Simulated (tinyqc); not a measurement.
Worked calculation: band offset of a heterojunction with an interface dipole (two-band chains, self-consistent charge). Values are carried at full precision from step to step, so a last printed digit may differ when a step is redone from the rounded ones.

Sites alternate A, C. Left: A at -G1/2, C at +G1/2, hopping -t1; right: A at D - G2/2, C at D + G2/2, hopping -t2; the bonds across the two interfaces of a ring (C left to A right, C right to A left) have -sqrt(t1 t2). D is the offset of the mid-gaps, so Ev(right) - Ev(left) = D - (G2 - G1)/2 and Ec(right) - Ec(left) = D + (G2 - G1)/2. The closing bond has its sign reversed (antiperiodic ring). Half the levels are filled with two electrons each. The charge moved is q = (electrons on the left) less one a site; the mean over the two interfaces, q/2, is taken as the charge that crosses each, and its dipole opposes the offset: D = D0 - u q/2.

Parameters, chosen for this exercise (gaps near those of Si and GaP; the chains and D0 are free models, so the offsets are not those of the real pair; shifted at random, so the results belong to these values and not to a real crystal):

| symbol | value | unit | meaning |
|---|---|---|---|
| G1 | 1.09 | eV | gap on the left |
| G2 | 2.33 | eV | gap on the right |
| t1 | 2.47 | eV | hopping on the left |
| t2 | 1.61 | eV | hopping on the right |
| D0 | 0.93 | eV | mid-gap of the right side above that of the left, without dipole |
| n | 2 |  | cells a side in the small ring |
| u | 8 | eV | potential step per electron moved across |

## The small ring at D = D0

Fill in H.

H (eV), lower triangle:
```
         AL1      CL1      AL2      CL2      AR1      CR1      AR2     CR2
AL1  -0.5450
CL1  -2.4700   0.5450
AL2        0  -2.4700  -0.5450
CL2        0        0  -2.4700   0.5450
AR1        0        0        0  -1.9942  -0.2350
CR1        0        0        0        0  -1.6100   2.0950
AR2        0        0        0        0        0  -1.6100  -0.2350
CR2   1.9942        0        0        0        0        0  -1.6100  2.0950
```

## Levels and site charges

Diagonalise, fill the lower half with two electrons each, and sum the electrons on the left (L) less one a site.

levels (eV): -4.2950  -2.8922  -1.2893  -1.0629  1.9229  2.6440  4.1579  4.5344

electrons on the sites: AL1 1.3359, CL1 0.7998, AL2 1.2852, CL2 0.8092, AR1 1.3549, CR1 0.4745, AR2 1.4534, CR2 0.4870

q = 0.2301 electrons

Electrons move to the left, the side whose mid-gap lies lower.

## Linear response

From here on the ring has 24 cells a side.

chi = (q(+h) - q(-h))/(2h) at D = 0 with h = 0.01 eV; S = 1/(1 + u chi/2); linear estimate D = S D0.

chi = 0.31062 1/eV
S = 0.4459
linear estimate of D = 0.4147 eV

The self-consistent value is 0.4115 eV, -3.3 meV from the estimate. At D = 0 no net charge crosses: the mid-gaps are the neutrality levels of these symmetric chains.

## The line-up

D = 0.4115 eV

Ev(right) - Ev(left) = D - (G2 - G1)/2 and Ec(right) - Ec(left) = D + (G2 - G1)/2, for D0, for the self-consistent D and for D = 0. Type I: the offsets have opposite signs; type III: one valence edge lies above the other conduction edge; else type II.

Offsets (eV):

| case | D | valence | conduction | type |
|---|---|---|---|---|
| no dipole | 0.930 | 0.310 | 1.550 | type II (staggered) |
| self-consistent | 0.411 | -0.209 | 1.031 | type I (straddling) |
| neutrality levels aligned | 0.000 | -0.620 | 0.620 | type I (straddling) |

The dipole changes the type of the junction.

## Checks

- q at D = 0 against zero, as particle-hole symmetry demands: both 0.000000.
- q at the self-consistent D on 24 against 48 cells a side: both 0.1296.

(tinyqc, `OMP_NUM_THREADS=1 python tinyqc.py 1480253 1480254 out.jsonl`, Intel(R) Xeon(R) Processor @ 2.30GHz, 1 thread, shared host, about 0.4 s.)
